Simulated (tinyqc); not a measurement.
Germanium share from the critical thickness.

Problem. Critical thickness (Matthews-Blakeslee, 60-degree dislocations): h = bv (1 - nu/4)[ln(h/bv) + 1]/(4 pi e_par (1 + nu)), nu = c12/(c11 + c12). e_par = b1 x. Find e_par and x.

Values chosen for this exercise: lattice mismatch per unit x b1 = 0.0418; elastic constant c11 = 163 GPa; elastic constant c12 = 63.3 GPa; Burgers vector bv = 0.384 nm.

critical thickness = 43.488449 nm

Answer. For given h the relation is explicit in the strain.

e_par = 0.2926 %
x = 0.07000

Computed by the program tinyqc: `OMP_NUM_THREADS=1 python tinyqc.py 2530118 2530119 out.jsonl`, one thread of a shared Intel Xeon 2.30GHz, about 0.01 s for the whole run.
